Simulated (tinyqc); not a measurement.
From results back to parameters: delta-doped layer in the Thomas-Fermi potential. Four cases, with inputs chosen for the exercise.

Problem. The depth of the well was computed from a hidden sheet density.

All donors ionised in the plane z = 0, zero temperature, energies from the Fermi level EF of the Thomas-Fermi model, which lies at the bulk band edge; c = hbar^2/2m0, q = e^2/(4 pi eps0). Layer in a (001) plane: two valleys with m_z = ml, m_d = mt (unprimed) and four with m_z = mt, m_d = sqrt(ml mt) (primed); m3 = (ml mt^2)^(1/3), gv = 6. With n = (gv/3 pi^2)(m3 (-V)/c)^(3/2) and V'' = -(4 pi q/eps) n for z > 0, the solution is V = -b/(|z| + z0)^4 with sqrt(b) = 20/K, K = (4 pi q/eps)(gv/3 pi^2)(m3/c)^(3/2), and z0^5 = 4b/(e F0), e F0 = 2 pi q N/eps; 1e13/cm^2 = 1e-3/angstrom^2. Exchange and correlation are left out.

Constants: hbar^2/2m0 = 3.80998211 eV angstrom^2; e^2/(4 pi eps0) = 14.39964547 eV angstrom.

Case 1.

Values chosen (out of a larger set: near those of a delta-doped layer in Si; not measured data): ml = 0.934 m0 (longitudinal mass); mt = 0.194 m0 (transverse mass); eps = 11.4 (dielectric constant).

depth = 0.514964 eV

Case 2.

Values chosen (out of a larger set: near those of a delta-doped layer in Si; not measured data): ml = 0.914 m0 (longitudinal mass); mt = 0.192 m0 (transverse mass); eps = 11.7 (dielectric constant).

depth = 0.454347 eV

Case 3.

Values chosen (out of a larger set: near those of a delta-doped layer in Si; not measured data): ml = 0.92 m0 (longitudinal mass); mt = 0.189 m0 (transverse mass); eps = 12 (dielectric constant).

depth = 0.183935 eV

Case 4.

Values chosen (out of a larger set: near those of a delta-doped layer in Si; not measured data): ml = 0.929 m0 (longitudinal mass); mt = 0.195 m0 (transverse mass); eps = 12 (dielectric constant).

depth = 0.749755 eV

Find: b; z0; N.

Solution. b does not depend on N; z0 = (b/depth)^(1/4), e F0 = 4b/z0^5 and N = eps e F0/(2 pi q).

Case 1.

b = 6.083e+04 eV angstrom^4
z0 = 18.54 angstrom
N = 14.0 x 1e13/cm^2

Case 2.

b = 6.684e+04 eV angstrom^4
z0 = 19.58 angstrom
N = 12.0 x 1e13/cm^2

Case 3.

b = 7.209e+04 eV angstrom^4
z0 = 25.02 angstrom
N = 3.90 x 1e13/cm^2

Case 4.

b = 6.707e+04 eV angstrom^4
z0 = 17.29 angstrom
N = 23.0 x 1e13/cm^2

Computed by tinyqc, one run a case: `OMP_NUM_THREADS=1 python tinyqc.py N N+1 out.jsonl` with N = 1282040, 1282074, 1282117, 1282304; one thread of a shared Intel(R) Xeon(R) Processor @ 2.30GHz, about 0.2 s a run at most.
